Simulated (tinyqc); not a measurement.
# Worked calculation: superjunction drift layer against a plain one, charge balance

tinyqc, about 0.01 s, one thread, Intel Xeon 2.30GHz (shared host): `OMP_NUM_THREADS=1 python tinyqc.py 2590064 2590065 out.jsonl` Printed values are rounded.

Alternating n and p pillars of equal width wp, doping N and length Lp. When depleted, the lateral field peaks at Ex = q N wp/(2 eps0 eps_r) at the pillar junctions and a uniform vertical field Ey is added; breakdown is taken where Ex^2 + Ey^2 = Ef^2. Only the n pillars conduct, narrowed by the zero-bias depletion. A first-order model: the field peaks at the pillar ends are left out.

Inputs (values chosen for the exercise); values close to those of gallium nitride:
- eps_r = 9.34 (relative permittivity of the semiconductor)
- E16 = 3.09 MV/cm (critical field at a doping of 1e16 cm^-3)
- mx = 1080 cm^2/(V s) (mobility at low doping)
- mi = 61.6 cm^2/(V s) (mobility at high doping)
- Nr = 2e17 cm^-3 (reference doping of the mobility)
- BV = 3300 V (wanted breakdown voltage)
- wp = 0.5 um (width of each pillar)
- Ef = 2.8 MV/cm (critical field inside the pillars)
- a = 0.71 (lateral peak field as a share of Ef)
- Vb = 2.8 V (built-in voltage of the pillar junctions)
- dl = -8.9 % (charge imbalance (Nn - Np)/N)

Constants: q = 1.602176634e-19 C, eps0 = 8.8541878128e-14 F/cm where lengths are in cm. Results are converted to the units shown.

## Iteration 1: doping of the plain drift layer

N at the start = 1e16 cm^-3

Ec(N) = E16 (N/1e16 cm^-3)^(1/8); N(new) = eps0 eps_r Ec(N)^2/(2 q BV).

Ec = 3.09 MV/cm
N after iteration 1 = 7.46721e15 cm^-3

## Iteration 2: doping of the plain drift layer

As before.

Ec = 2.97922 MV/cm
N after iteration 2 = 6.94141e15 cm^-3

## Course of the iteration: doping of the plain drift layer

Stop when N changes by less than 1e8 cm^-3, or after 40 iterations.

Course of the iteration:
```
iteration   N (cm^-3)  |change| (cm^-3)
1          7.46721e15           2.53e15
2          6.94141e15           5.26e14
3          6.81585e15           1.26e14
4          6.78482e15           3.10e13
5          6.77708e15           7.74e12
6          6.77515e15           1.93e12
7          6.77467e15           4.83e11
8          6.77455e15           1.21e11
9          6.77452e15           3.02e10
10         6.77451e15            7.55e9
11         6.77451e15            1.89e9
12         6.77451e15            4.72e8
13         6.77451e15            1.18e8
14         6.77451e15            2.95e7
```

Converged in 14 iterations. At the end each change is about 0.25 times the one before: linear convergence.

## Thickness and resistance of the plain layer

N of the plain layer = 6.77451e15 cm^-3

Ec(N) = E16 (N/1e16 cm^-3)^(1/8), mu(N) = mi + (mx - mi)/(1 + (N/Nr)^0.9). W = 2 BV/Ec, Rsp = W/(q mu N).

mu = 1033.80 cm^2/(V s)
W = 22.4247 um
Rsp = 1.99848 mohm cm^2

## Design of the pillars

Ex = a Ef gives N = 2 eps0 eps_r a Ef/(q wp); Ey = Ef sqrt(1 - a^2); Lp = BV/Ey; xd = sqrt(eps0 eps_r Vb/(q N)) on each side; Rsp = 2 Lp/(q mu(N) N (1 - 2 xd/wp)). mu(N) = mi + (mx - mi)/(1 + (N/Nr)^0.9).

N = 4.10451e17 cm^-3
Ey = 1.97176 MV/cm
Lp = 16.7363 um
xd = 0.0593391 um
Rsp = 0.162159 mohm cm^2

The pillars have an aspect ratio of 33.5. Their doping is 60.6 times, and their Rsp 0.0811 times, that of the plain layer.

## Loss of breakdown voltage by imbalance

An imbalance dl leaves the mean net doping |dl| N/2, which tilts the vertical field by s = q |dl| N/(2 eps0 eps_r): BV(dl) = Ey Lp - s Lp^2/2, or Ey^2/(2 s) if the field reaches zero inside the pillar.

tilt s = 353.864 kV/(cm um)
BV(dl) = 549.343 V
loss = 83.3532 %
